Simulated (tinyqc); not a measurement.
## Circuit elements from the admittance matrix

Inverse problem. Y belongs to a common-source circuit with y11 = i w (Cgs + Cgd), y12 = -i w Cgd, y21 = gm - i w Cgd, y22 = gds + i w (Cgd + Cd) and a resistance Rg in series with the gate; w = 2 pi f. Find Rg, Cgs + Cgd, Cgd, gm, gds and Cd.

Parameters, values chosen for the exercise: signal frequency f = 2 GHz.

Y with Rg (mS):
```
,1,2
1,0.0005061192+0.1384322226i,-0.0001745835-0.0477515700i
2,0.7502390171-0.0504951417i,0.0450890997+0.1253532316i
```

Solution. 1/Y11 = Rg + 1/(i w (Cgs + Cgd)) gives Rg; removing it from Z11 returns the inner y, whose parts are read off.

Rg = 26.41 ohm
Cgs + Cgd = 11.02 fF
Cgd = 3.800 fF
gm = 0.7504 mS
gds = 0.04503 mS
Cd = 6.100 fF

Computed by the program tinyqc: `OMP_NUM_THREADS=1 python tinyqc.py 2150054 2150055 out.jsonl`, one thread of a shared Intel Xeon 2.30GHz, about 0.01 s for the whole run.
